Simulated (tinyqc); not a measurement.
# One electron in a tunnel-coupled double dot: charge qubit, sensing and quantum capacitance: effects of single changes

Basis (left, right), H = [[ep/2, tc], [tc, -ep/2]], splitting Om = sqrt(ep^2 + 4 tc^2), ep = al times the gate voltage. In equilibrium the electron is on the right with the chance P_R = [1 + (ep/Om) tanh(Om/2 kB T)]/2.

Parameters, values chosen for the exercise:
- tc = 21 ueV (tunnel coupling)
- T = 0.39 K (electron temperature)
- al = 0.36 eV/V (lever arm of the gate on the detuning)
- f0 = 690 MHz (resonator frequency)
- se = 2.1 ueV (deviation of quasi-static detuning noise)

Constants: q = 1.602176634e-19 C, kB = 1.380649e-23 J/K, hbar = 1.054571817e-34 J s, h = 6.62607015e-34 J s, Vt = kB T/q. Results are converted to the units shown.

Each table varies one quantity; the others keep the values above.

## Coherence against detuning

Noise in ep shifts Om by (ep/Om) d + (2 tc^2/Om^3) d^2. For Gaussian d of deviation se the spread of Om is sqrt[(ep se/Om)^2 + 2 (2 tc^2 se^2/Om^3)^2], and T2* is estimated as sqrt(2) hbar/spread; Om T2*/h counts the oscillations within T2*.

Coherence against detuning:

| ep (ueV) | Om (ueV) | T2* (ns) | oscillations within T2* |
|---|---|---|---|
| 0 | 42.000 | 12.537 | 127.32 |
| 1.1 | 42.014 | 10.082 | 102.43 |
| 2.1 | 42.052 | 7.2535 | 73.756 |
| 4.2 | 42.209 | 4.2046 | 42.913 |
| 8.4 | 42.832 | 2.2282 | 23.077 |
| 17 | 45.310 | 1.1781 | 12.907 |
| 32 | 52.802 | 0.73109 | 9.3341 |
| 63 | 75.717 | 0.53272 | 9.7532 |
| 130 | 136.62 | 0.46582 | 15.388 |

T2* falls from 12.5 to 0.466 ns, towards sqrt(2) hbar/se = 0.443 ns far from the anticrossing; the first row is 26.9 times the last. First and second order are equal near ep = sqrt(2) se/2 = 1.48 ueV.

## Line shape against detuning

q^2 al^2 dP_R/d(ep) splits into Cq = q^2 al^2 (2 tc^2/Om^3) tanh(Om/2 kB T) and Ct = q^2 al^2 (ep/Om)^2/(4 kB T cosh^2(Om/2 kB T)); Ct appears only if relaxation is faster than the drive. A resonator of frequency f0, capacitance Cp and quality factor Q shifts by df = -f0 Cq/(2 Cp) and its phase by -2 Q Cq/Cp. A Ct of 0 means below 1e-6 aF.

Line shape against detuning:

| ep (ueV) | Om (ueV) | P_R | Cq (aF) | Ct (aF) |
|---|---|---|---|---|
| 0 | 42.00 | 0.5000 | 137.1 | 0 |
| 23.5 | 48.13 | 0.6500 | 100.9 | 22.92 |
| 47.1 | 63.11 | 0.7742 | 53.54 | 39.60 |
| 70.6 | 82.15 | 0.8611 | 27.76 | 33.53 |
| 94.1 | 103.0 | 0.9159 | 15.25 | 21.92 |
| 117.6 | 124.9 | 0.9485 | 8.958 | 12.71 |
| 141.2 | 147.3 | 0.9674 | 5.587 | 6.912 |
| 164.7 | 170.0 | 0.9784 | 3.682 | 3.644 |
| 188.2 | 192.8 | 0.9849 | 2.538 | 1.884 |
| 211.7 | 215.8 | 0.9888 | 1.816 | 0.9631 |
| 235.3 | 239.0 | 0.9914 | 1.339 | 0.4873 |

Cq falls from 137 to 1.34 aF, and Ct goes from 0 through a maximum of 39.6 (at ep = 47.1 ueV among the rows listed) to 0.487 aF. Among the rows listed Ct reaches at most 28.9 % of the peak of Cq, with tc/kB T = 0.62: heat populates the upper level, lowers Cq and adds side lobes.

## Peak signal against tunnel coupling

At ep = 0: q^2 al^2 dP_R/d(ep) splits into Cq = q^2 al^2 (2 tc^2/Om^3) tanh(Om/2 kB T) and Ct = q^2 al^2 (ep/Om)^2/(4 kB T cosh^2(Om/2 kB T)); Ct appears only if relaxation is faster than the drive. The slope dP_R/d(ep) there is tanh(tc/kB T)/(4 tc).

Result of one run:

| tc (ueV) | tc/kB T | Cq (aF) | slope (1/ueV) | 2 tc/h (GHz) |
|---|---|---|---|---|
| 3.7 | 0.1101 | 153.8 | 0.007409 | 1.789 |

What becomes of these results when the tunnel coupling tc is changed from 3.7 to 6.8 ueV, all else the same?

Result of the changed run:

| tc (ueV) | tc/kB T | Cq (aF) | slope (1/ueV) | 2 tc/h (GHz) |
|---|---|---|---|---|
| 6.8 | 0.2023 | 152.4 | 0.007339 | 3.288 |

The whole series:

| tc (ueV) | tc/kB T | Cq (aF) | slope (1/ueV) | 2 tc/h (GHz) |
|---|---|---|---|---|
| 3.7 | 0.1101 | 153.8 | 0.007409 | 1.789 |
| 6.8 | 0.2023 | 152.4 | 0.007339 | 3.288 |
| 13 | 0.3868 | 147.2 | 0.007089 | 6.287 |
| 23 | 0.6844 | 134.1 | 0.006460 | 11.12 |
| 43 | 1.279 | 103.4 | 0.004979 | 20.79 |
| 80 | 2.380 | 63.79 | 0.003072 | 38.69 |
| 150 | 4.463 | 34.60 | 0.001666 | 72.54 |
| 270 | 8.034 | 19.23 | 9.259e-4 | 130.6 |
| 510 | 15.18 | 10.18 | 4.902e-4 | 246.6 |

The peak Cq falls from 154 to 10.2 aF: it levels off at q^2 al^2/(4 kB T) = 154 aF for weak coupling and goes as tc^(-1.00) between the last two rows. Below tc of about kB T the slope measures temperature rather than coupling. For tc = 3.7 2 tc/h is less than three times the drive frequency f0, so the electron cannot follow adiabatically.

Program tinyqc, `OMP_NUM_THREADS=1 python tinyqc.py 2470004 2470005 out.jsonl`; Intel Xeon 2.30GHz, shared host, one thread, about 0.01 s.
